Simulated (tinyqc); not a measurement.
## FinFET, parasitic resistance, capacitance and delay: effect of the relative permittivity of the spacer

Nf fins under one contact; each has gated perimeter p = 2 Hf + Wf and cross-section A = Hf Wf; contact width Wc = Nf pf, stack height Hs = Hf. Contact length Lc = CPP - Lg - 2 Lsp, shared by two neighbouring gates. Source and drain sides are equal. The formulas are first-order estimates, not field solutions.

Epitaxy sheet resistance Rsh = re/te, transfer length LT = sqrt(rc/Rsh), contact Rc = [sqrt(rc Rsh)/Wc] coth(Lc/(2 LT)); extension of one fin Rx = rx Lsp/A. With N fins: gate Cg = Cinv p N Lg; per side, plate Cp = ks eps0 [Wc (Hs + Hc) - N A]/Lsp, top fringe Cf = (2/pi) ks eps0 Wc ln(1 + Lg/(2 Lsp)), overlap Co = Cinv p N Lov. One fin: I = p Q vx u/(1 + |u|^1.8)^(1/1.8), Q = Cinv n Vt ln(1 + exp((Vg' - VT + dl Vd')/(n Vt))), u = Vd' mu/(vx Lg), Vg' = Vgs - v, Vd' = Vds - 2 v, with the drop on each side v = Rc (sum of I) + Rx I. Ieff = [I(Vgs = Vdd, Vds = Vdd/2) + I(Vdd/2, Vdd)]/2, total currents. With Cs = Cp + Cf + Co, the load of an inverter of two such devices driving an equal one is CL = 2 (Cg + 2 Cs) + 4 Cs + Cw (own drains counted twice for the Miller effect); delay CL Vdd/(2 Ieff).

Values chosen for this exercise; values close to those of silicon logic devices: temperature T = 300 K; number of fins Nf = 3; fin height Hf = 55 nm; fin width Wf = 6 nm; fin pitch pf = 42 nm; contacted gate pitch CPP = 45 nm; gate length Lg = 18 nm; spacer length Lsp = 7 nm; gate height above the channel stack Hc = 15 nm; contact resistivity rc = 6.2e-10 ohm cm^2; resistivity of the source-drain epitaxy re = 0.00065 ohm cm; current-carrying depth of the epitaxy te = 25 nm; resistivity of the extension rx = 0.0013 ohm cm; gate overlap Lov = 0.5 nm; inversion capacitance Cinv = 2.5 uF/cm^2; injection velocity vx = 1.2e7 cm/s; apparent mobility mu = 210 cm^2/(V s); threshold at zero drain voltage VT = 0.2 V; barrier lowering dl = 0.028 V/V; subthreshold factor n = 1.16; wire load Cw = 0.3 fF; supply voltage Vdd = 0.65 V.

Constants: q = 1.602176634e-19 C, kB = 1.380649e-23 J/K, eps0 = 8.8541878128e-12 F/m, Vt = kB T/q. Results are converted to the units shown.

The same in every row: Rc (ohm) = 80.12; Rx/N (ohm) = 91.92; Ieff (uA) = 240.1.

Result of one run:
```
ks	CL (aF)	delay (ps)
4	983.7	1.331
```

What becomes of these results when the relative permittivity of the spacer ks is changed from 4 to 1, all else the same?

Result of the changed run:
```
ks	CL (aF)	delay (ps)
1	731.9	0.9906
```

The whole series:
```
ks	CL (aF)	delay (ps)
1	731.9	0.9906
2	815.9	1.104
3	899.8	1.218
4	983.7	1.331
5.5	1110	1.502
7	1236	1.672
```

As ks goes from 1 to 7, Ieff stays at 240 uA, CL rises from 732 to 1240 aF and the delay rises from 0.991 to 1.67 ps.

Computed by the program tinyqc: `OMP_NUM_THREADS=1 python tinyqc.py 2170145 2170146 out.jsonl`, one thread of a shared Intel Xeon 2.30GHz, about 0.03 s for the whole run.
